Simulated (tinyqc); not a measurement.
# Pinning factor and neutrality level from two metals

Question. On an oxide a metal of vacuum work function pM shows the effective value Phi + S (pM - Phi), with S = 1/(1 + 0.1 (eps_inf - 1)^2). Find S, Phi and eps_inf.

effective work functions for metals of 4.09 and 5.41 eV (eV): 4.5037983  5.1811939

Answer. The slope is S, and the point where both work functions agree is Phi.

S = 0.513
Phi = 4.94 eV
eps_inf = 4.08

tinyqc, about 0.01 s, one thread, Intel Xeon 2.30GHz (shared host): `OMP_NUM_THREADS=1 python tinyqc.py 2410151 2410152 out.jsonl`
